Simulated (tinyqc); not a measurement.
Circuit elements from the admittance matrix.

Inverse problem. Y belongs to a common-source circuit with y11 = i w (Cgs + Cgd), y12 = -i w Cgd, y21 = gm - i w Cgd, y22 = gds + i w (Cgd + Cd) and a resistance Rg in series with the gate; w = 2 pi f. Find Rg, Cgs + Cgd, Cgd, gm, gds and Cd.

Values chosen for this exercise:
- f = 1 GHz (signal frequency)

Y with Rg (mS):

|  | 1 | 2 |
|---|---|---|
| 1 | 0.000634927+0.635830119i | -0.000220854-0.221167902i |
| 2 | 4.342482863-0.225504441i | 0.156415818+0.549402109i |

Solution. 1/Y11 = Rg + 1/(i w (Cgs + Cgd)) gives Rg; removing it from Z11 returns the inner y, whose parts are read off.

Rg = 1.57 ohm
Cgs + Cgd = 101 fF
Cgd = 35.2 fF
gm = 4.34 mS
gds = 0.156 mS
Cd = 52.0 fF

tinyqc, about 0.01 s, one thread, Intel Xeon 2.30GHz (shared host): `OMP_NUM_THREADS=1 python tinyqc.py 2150032 2150033 out.jsonl`
